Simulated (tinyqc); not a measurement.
Inside a calculation. Method: lattice vibrations of a chain. Computed by tinyqc, a small Python program that keeps every step. Command: `OMP_NUM_THREADS=1 python tinyqc.py 25433 25434 out.jsonl` (the two numbers bound the seeds that draw the settings). One thread of a shared host (Intel(R) Xeon(R) Processor @ 2.60GHz), about 0.01 s of CPU time with the checks.

## Dynamical matrix at q = 0.1

A chain moving along its axis:
```
atom    mass (u)  spring to the next atom (eV/angstrom^2)
1     116.300000                                 7.800000
2      12.000000                                25.600000
3      99.800000                                24.600000
4      12.100000                                22.300000
```

q is in units of 2 pi/a. A spring k from atom i to atom j, n cells on, adds k to Phi_ii and Phi_jj, -k exp(2 pi i q n) to Phi_ij and the conjugate to Phi_ji (for one atom a cell: 2k (1 - cos 2 pi q n)); D_ij = Phi_ij / sqrt(m_i m_j).

D(q) (eV/(angstrom^2 u)):
```
                     1          2          3                    4
1             0.258813  -0.208792   0.000000  -0.480928+0.349415i
2            -0.208792   2.783333  -0.739748             0.000000
3             0.000000  -0.739748   0.503006            -0.707909
4  -0.480928-0.349415i   0.000000  -0.707909             3.876033
```

## Frequencies

omega^2 are the eigenvalues; wavenumber = 521.4708 sqrt(eigenvalue) 1/cm.

eigenvalues: 0.006444  0.314033  2.970457  4.130252

wavenumbers (1/cm): 41.9  292.2  898.8  1059.8

weights |e|^2 of the mass-weighted modes:
```
          mode 1    mode 2    mode 3    mode 4
atom 1  0.485848  0.488918  0.001789  0.023444
atom 2  0.048669  0.024462  0.907803  0.019066
atom 3  0.415415  0.485405  0.053237  0.045944
atom 4  0.050069  0.001215  0.037171  0.911546
```

## Dispersion and heat capacity

C/k_B per atom = mean over q = (j + 1/2)/80, j = 0..39 and all branches of y^2 e^y/(e^y - 1)^2, y = hc wavenumber / k_B T.

Wavenumbers (1/cm):
```
q           branch 1    branch 2    branch 3     branch 4
0.000000    0.000000  295.833905  898.344469  1059.960442
0.062500   26.235359  294.417928  898.508355  1059.891102
0.125000   52.189703  290.219077  898.975183  1059.693052
0.187500   77.554811  283.390931  899.674204  1059.395007
0.250000  101.950753  274.218875  900.499372  1059.040867
0.312500  124.826069  263.203792  901.325281  1058.683890
0.375000  145.189256  251.315610  902.026093  1058.378994
0.437500  160.853583  240.735601  902.494715  1058.174092
0.500000  167.259926  236.023709  902.659343  1058.101913
```

Heat capacity:
```
T (K)  C/k_B per atom
20           0.055127
50           0.145300
100          0.288334
200          0.444957
300          0.566397
600          0.811795
1200         0.943470
```

zero-point energy per atom = 36.060781 meV
